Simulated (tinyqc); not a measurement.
Eight-band Kane k.p model with strain: one step. Strain of a layer grown coherently on a (110) face. Two cases, with inputs chosen for the exercise.

Question. e_par = (a_sub - a)/a in the plane; no stress along the normal: e_perp = -(C11 + 3 C12 - 2 C44)/(C11 + C12 + 2 C44) e_par; exx = eyy = (e_par + e_perp)/2, ezz = e_par, exy = (e_perp - e_par)/2, eyz = ezx = 0.

Give: e_par; e_perp; strain tensor in the cubic axes.

Case 1.

Values chosen (near those of GaSb; not measured data):
- a = 6.089 angstrom (lattice constant)
- a_sub = 6.172 angstrom (lattice constant of the substrate)
- C11 = 93.3 GPa
- C12 = 38.7 GPa
- C44 = 44.5 GPa
- face = 110 (growth face)

Answer.

e_par = 0.013631
e_perp = -0.007426

strain tensor in the cubic axes:
```
           x          y         z
x   0.003102  -0.010529  0.000000
y  -0.010529   0.003102  0.000000
z   0.000000   0.000000  0.013631
```

The layer is under tension in the plane; its volume changes by +1.984 %.

Case 2.

Values chosen (near those of InAs; not measured data):
- a = 6.059 angstrom (lattice constant)
- a_sub = 5.935 angstrom (lattice constant of the substrate)
- C11 = 82.7 GPa
- C12 = 45.5 GPa
- C44 = 39.4 GPa
- face = 110 (growth face)

Answer.

e_par = -0.020465
e_perp = 0.013881

strain tensor in the cubic axes:
```
           x          y          z
x  -0.003292   0.017173   0.000000
y   0.017173  -0.003292   0.000000
z   0.000000   0.000000  -0.020465
```

The layer is under compression in the plane; its volume changes by -2.705 %.

Computed by tinyqc, one run a case: `OMP_NUM_THREADS=1 python tinyqc.py N N+1 out.jsonl` with N = 1050071, 1050591; one thread of a shared Intel(R) Xeon(R) Processor @ 2.30GHz, about 0.05 s a run at most.
